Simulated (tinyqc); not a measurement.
Concentration-dependent dopant diffusion with charged defects and the built-in field: one step, computed by the program tinyqc.

A constant source C_s feeds a half space. The dopant moves through neutral point defects and through charged ones, whose number grows with the majority carrier density n.

Question. Intrinsic density and partial diffusivities. n_i = 3.87e16 T^1.5 exp(-7014/T) per cm^3 (T in kelvin, an empirical form); each D = prefactor x exp(-E/(k_B T)); the intrinsic diffusivity D_i is their sum. Temperatures in kelvin are T(C) + 273.15.

Inputs (values chosen for the exercise, modelled on boron in silicon): neutral prefactor D0x = 0.0538 cm^2/s; neutral activation energy E0 = 3.5 eV; singly charged prefactor D01 = 0.901 cm^2/s; activation energy E1 = 3.48 eV; temperature T = 1050 C.

Field enhancement: on.

Constants: k_B = 8.617333262e-05 eV/K.

Give: n_i; partial diffusivities; intrinsic diffusivity D_i.

Answer.

n_i = 9.2883e+18 1/cm^3

partial diffusivities (cm^2/s): Dx 2.5093e-15, D1 5.0080e-14

intrinsic diffusivity D_i = 5.2590e-14 cm^2/s
